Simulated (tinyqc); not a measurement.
Worked calculation: phonon-assisted absorption at an indirect gap. Values are carried at full precision from step to step, so a last printed digit may differ when a step is redone from the rounded ones.

alpha(E) = sum_j A_j [N_j (E - Eg + w_j)^2 + (N_j + 1)(E - Eg - w_j)^2], each bracket counted only where its base is positive; N_j = 1/(exp(w_j/kB T) - 1). The first term absorbs a phonon and the second emits one; excitons and direct transitions are left out.

Constants: kB = 8.617333262e-05 eV/K.

Parameters, chosen for this exercise (loosely those of GaP at room temperature; Eg is not tied to T; shifted at random, so the results belong to these values and not to a real crystal): Eg = 2.283 eV (indirect gap, held fixed unless listed); w = (45.8, 12.2) meV (two zone-edge phonons); A = (5900, 980) 1/(cm eV^2) (their strengths); T = 300 K; E = 2.724 eV (photon energy); nr = 3.43 (refractive index); d = 100 micrometre (thickness); xj = 0.39 micrometre (dead layer at the surface); W = 0.67 micrometre (depleted width); L = 200 micrometre (minority diffusion length below it).

## The four branches at one energy

Evaluate the occupations and each term.

N_j: 0.2049  1.658

terms with phonon absorption (1/cm): 286.5  333.8

terms with phonon emission (1/cm): 1110  479.0

alpha = 2210 1/cm
wavelength hc/E (hc = 1239.841984 eV nm) = 455.2 nm

Phonon absorption supplies 28.1 % of alpha; the depth 1/alpha is 4.53 micrometre.

## What a slab does with it

Slab of thickness d in air, incoherent passes: R = ((nr - 1)/(nr + 1))^2, x = exp(-alpha d); transmitted Tr = (1 - R)^2 x/(1 - R^2 x^2), reflected Rt = R + (1 - R)^2 R x^2/(1 - R^2 x^2), absorbed Ab = (1 - R)(1 - x)/(1 - R x).

d in cm is 1e-4 times the value in micrometres.

R = 0.3009
x = 0.0000
Tr = 0.0000
Rt = 0.3009
Ab = 0.6991

A single pass would absorb (1 - R)(1 - x) = 0.6991; the back face adds 0.0000.

## Quantum efficiency of a diode

Photodiode (Gaertner form with a dead layer): QE = (1 - R) exp(-alpha xj) [1 - exp(-alpha W)/(1 + alpha L)], R = ((nr - 1)/(nr + 1))^2; responsivity = QE/E in A/W for E in eV.

Evaluate the factors; 1 micrometre = 1e-4 cm.

passes the dead layer = 0.9174
collected share = 0.9809
QE = 0.6292
responsivity = 0.2310 A/W

Without diffusion from below the collected share would be 0.1376.

## Checks

- Tr + Rt + Ab against 1: both 1.000000.

tinyqc: `OMP_NUM_THREADS=1 python tinyqc.py 1651128 1651129 out.jsonl`; about 0.01 s, one thread, shared Intel(R) Xeon(R) Processor @ 2.30GHz.
